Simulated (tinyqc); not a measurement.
Resistance of a tapered via with liner, size effect and interface: two steps of the calculation.

A round via whose diameter grows from db at the bottom as D(z) = db + 2 z/tan(ang). The fill, of diameter D - 2 tl, starts above the bottom liner (thickness fb tl) and has rho = rho0 (1 + ks lam/(D - 2 tl)); the sidewall liner conducts in parallel with it. The bottom liner and the interface are crossed over the full area pi db^2/4. Spreading in the lines above and below is left out.

Inputs (values chosen for the exercise); fill metal close to molybdenum: diameter at the bottom db = 9.7 nm; height hv = 38 nm; sidewall angle ang = 85 degrees; bulk resistivity of the fill rho0 = 5.33 uohm cm; mean free path of the fill lam = 10.9 nm; size-effect factor ks = 1.5; liner on the sidewall tl = 0.5 nm; liner at the bottom over that on the sidewall fb = 1; resistivity of the liner rl = 240 uohm cm; interface resistivity at the bottom ri = 1.9e-12 ohm cm^2; ballistic conductance per area, about 3/(4 rho0 lam) Sb = 1.3e15 S/m^2.

Task 1. Slices of the via. Slices between z0 = fb tl and hv, evaluated at their midpoints: conductance per length pi/4 [(D - 2 tl)^2/rho + (D^2 - (D - 2 tl)^2)/rl], slice resistance = slice height over that. 10 slices.

Give: z; D; rho; slice resistance.

Result 1.

```
slice  z (nm)  D (nm)  rho (uohm cm)  slice resistance (ohm)
0       2.375   10.12          14.89                   8.435
1       6.125   10.77          14.25                   7.035
2       9.875   11.43          13.69                   5.942
3       13.62   12.08          13.19                   5.074
4       17.38   12.74          12.75                   4.376
5       21.12   13.40          12.36                   3.807
6       24.88   14.05          12.01                   3.338
7       28.62   14.71          11.69                   2.948
8       32.38   15.36          11.40                   2.619
9       36.12   16.02          11.13                   2.341
```

Task 2. Total resistance. R_fill = sum of the slices; R_bottom = rl fb tl/(pi db^2/4); R_interface = ri/(pi db^2/4); ballistic (Sharvin) limit 1/(Sb pi (db - 2 tl)^2/4); ideal cylinder rho0 hv/(pi db^2/4).

slice resistance, slice 0 to 9 (ohm): 8.4348758  7.0346668  5.9416184  5.0743784  4.3763747  3.8073937  3.3382868  2.9475535  2.6190843  2.3406360

Give: parts; R; shares; ballistic limit; ideal cylinder.

Result 2.

parts (ohm): fill 45.915, bottom liner 16.239, interface 2.5711
R = 64.725 ohm
shares (%): fill 70.939, bottom liner 25.089, interface 3.972
ballistic limit = 12.940 ohm
ideal cylinder = 27.408 ohm

The fill is the largest part, and R is 2.36 times the ideal cylinder. With 2000 slices R = 64.790 ohm.

Numbers from tinyqc (`OMP_NUM_THREADS=1 python tinyqc.py 2750153 2750154 out.jsonl`; about 0.01 s on one thread of a shared Intel Xeon 2.30GHz).
